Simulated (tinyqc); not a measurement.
# MOS inversion layer, Poisson-Schroedinger loop: effects of single changes

Electrons confined at an insulator interface at z = 0, treated as a hard wall; parabolic valleys, Hartree approximation, no image or exchange terms. The depletion charge lies far deeper than the electrons and gives a uniform field q Nd/(eps0 eps_r); the gate balances all charge. Energies are counted from the band edge at the interface.

Inputs (values chosen for the exercise); masses and permittivity close to those of silicon (100): temperature T = 400 K; relative permittivity eps_r = 11.5; mass along z of valley set A (2 valley(s)) mz1 = 0.927 m0; in-plane density-of-states mass of set A md1 = 0.188 m0; mass along z of valley set B (4 valley(s)) mz2 = 0.191 m0; in-plane density-of-states mass of set B md2 = 0.41 m0; sheet density of electrons Ns = 2.5e12 cm^-2; sheet density of depletion charge Nd = 2.6e11 cm^-2; extra shift of set B (strain) dE = 0.08 eV.

Constants: q = 1.602176634e-19 C, kB = 1.380649e-23 J/K, hbar = 1.054571817e-34 J s, m0 = 9.1093837015e-31 kg, Vt = kB T/q, eps0 = 8.8541878128e-14 F/cm where lengths are in cm, hbar^2/(2 m0) = 0.0380998212 eV nm^2. Results are converted to the units shown.

Each table varies one quantity; the others keep the values above.

## Effect of the sheet density of electrons

Schroedinger equation -(C/mz) psi'' + (V0 + U + dE for set B) psi = E psi, C = hbar^2/(2 m0), psi(0) = 0, on a uniform mesh of 800 nodes with a far wall at 75 nm, 8 levels a set; V0 = q Nd z/(eps0 eps_r); dU/dz = q (Ns - integral of n from 0 to z)/(eps0 eps_r), U(0) = 0; N_k = g md m0 q Vt/(pi hbar^2) ln(1 + exp((EF - E_k)/Vt)), g the number of valleys of the set, sum N_k = Ns. Triangular well: E_k = a_k (C F^2/mz)^(1/3), a_1 = 2.338107, a_2 = 4.087949, C = hbar^2/(2 m0), F in eV/nm. Fang-Howard (all electrons in the lowest level of set A): b^3 = 6 (mz1/C) q (Nd + 11 Ns/32)/(eps0 eps_r), centroid 3/b, level C b^2/(4 mz1) + (3/b) q (Nd + 11 Ns/16)/(eps0 eps_r). The centroid adds 3.9 z_av/eps_r to an oxide-equivalent thickness.

Results:

| Ns (cm^-2) | A1 (meV) | B1 (meV) | EF (meV) | share of A1 (%) | share of set A (%) | centroid z_av (nm) | added oxide equivalent (nm) | Fang-Howard centroid (nm) |
|---|---|---|---|---|---|---|---|---|
| 1e11 | 25.0 | 121 | -155 | 29.4 | 84.4 | 7.28 | 2.47 | 3.42 |
| 2.1e11 | 29.4 | 128 | -122 | 31.5 | 84.8 | 6.85 | 2.32 | 3.28 |
| 4.5e11 | 38.0 | 140 | -82.8 | 35.5 | 85.6 | 6.13 | 2.08 | 3.05 |
| 2.1e12 | 81.6 | 201 | 29.8 | 51.9 | 88.7 | 4.00 | 1.36 | 2.29 |
| 4.4e12 | 126 | 261 | 112 | 62.2 | 90.7 | 3.01 | 1.02 | 1.88 |
| 9.4e12 | 203 | 361 | 233 | 71.4 | 92.5 | 2.21 | 0.748 | 1.50 |
| 2e13 | 329 | 527 | 425 | 76.5 | 93.2 | 1.64 | 0.555 | 1.18 |

Estimate the missing row, Ns = 9.7e11 cm^-2.

Computed row:

| Ns (cm^-2) | A1 (meV) | B1 (meV) | EF (meV) | share of A1 (%) | share of set A (%) | centroid z_av (nm) | added oxide equivalent (nm) | Fang-Howard centroid (nm) |
|---|---|---|---|---|---|---|---|---|
| 9.7e11 | 53.8 | 163 | -33.8 | 42.3 | 86.8 | 5.13 | 1.74 | 2.71 |

With this row back in the table: As Ns goes from 1e11 to 2e13, A1 rises from 25.0 to 329 meV, the share of A1 rises from 29.4 to 76.5 % and the centroid falls from 7.28 to 1.64 nm. A1 goes as Ns^(0.64) between the last two rows (a triangular well in the field of that charge alone gives 2/3). EF lies more than 2 meV above A1 for Ns = 9.4e12, 2e13. The Fang-Howard centroid is 53 % below the full one in the first row, where A1 holds 29.4 %, and 28 % below it in the last, where A1 holds 76.5 %. For Ns = 1e11, 2.1e11, 4.5e11, 9.7e11, 2.1e12, 4.4e12 the eighth level of a set still holds over 0.4 % of the electrons, so more levels and a farther wall would raise the centroid.

## Effect of the extra shift of set B (strain)

Schroedinger equation -(C/mz) psi'' + (V0 + U + dE for set B) psi = E psi, C = hbar^2/(2 m0), psi(0) = 0, on a uniform mesh of 800 nodes with a far wall at 40 nm, 8 levels a set; V0 = q Nd z/(eps0 eps_r); dU/dz = q (Ns - integral of n from 0 to z)/(eps0 eps_r), U(0) = 0; N_k = g md m0 q Vt/(pi hbar^2) ln(1 + exp((EF - E_k)/Vt)), g the number of valleys of the set, sum N_k = Ns.

The same in every row: Fang-Howard centroid (nm) = 2.19.

Result of one run:

| dE (eV) | A1 (meV) | B1 (meV) | EF (meV) | share of A1 (%) | share of set A (%) | centroid z_av (nm) | added oxide equivalent (nm) |
|---|---|---|---|---|---|---|---|
| 0.16 | 89.7 | 292 | 49.6 | 59.0 | 98.8 | 3.63 | 1.23 |

What becomes of these results when the extra shift of set B (strain) dE is changed from 0.16 to 0.07 eV, all else the same?

Result of the changed run:

| dE (eV) | A1 (meV) | B1 (meV) | EF (meV) | share of A1 (%) | share of set A (%) | centroid z_av (nm) | added oxide equivalent (nm) |
|---|---|---|---|---|---|---|---|
| 0.07 | 90.3 | 204 | 46.0 | 52.8 | 86.1 | 3.79 | 1.29 |

The whole series:

| dE (eV) | A1 (meV) | B1 (meV) | EF (meV) | share of A1 (%) | share of set A (%) | centroid z_av (nm) | added oxide equivalent (nm) |
|---|---|---|---|---|---|---|---|
| -0.05 | 94.5 | 94.9 | 1.28 | 14.0 | 19.9 | 4.59 | 1.56 |
| -0.02 | 93.4 | 122 | 20.0 | 24.3 | 35.6 | 4.40 | 1.49 |
| 0.01 | 92.1 | 149 | 33.3 | 36.1 | 54.9 | 4.17 | 1.42 |
| 0.04 | 91.1 | 176 | 41.5 | 46.1 | 73.1 | 3.95 | 1.34 |
| 0.07 | 90.3 | 204 | 46.0 | 52.8 | 86.1 | 3.79 | 1.29 |
| 0.1 | 89.9 | 232 | 48.2 | 56.5 | 93.5 | 3.70 | 1.25 |
| 0.13 | 89.7 | 262 | 49.2 | 58.2 | 97.1 | 3.65 | 1.24 |
| 0.16 | 89.7 | 292 | 49.6 | 59.0 | 98.8 | 3.63 | 1.23 |

As dE goes from -0.05 to 0.16, A1 falls from 94.5 to 89.7 meV, the share of A1 rises from 14.0 to 59.0 % and the centroid falls from 4.59 to 3.63 nm. The Fang-Howard centroid is 52 % below the full one in the first row, where A1 holds 14.0 %, and 40 % below it in the last, where A1 holds 59.0 %. For dE = 0.01, 0.04, 0.07, 0.1, 0.13, 0.16 the eighth level of a set still holds over 0.4 % of the electrons, so more levels and a farther wall would raise the centroid.

Computed by the program tinyqc: `OMP_NUM_THREADS=1 python tinyqc.py 2160154 2160155 out.jsonl`, one thread of a shared Intel Xeon 2.30GHz, about 1 s for the whole run.
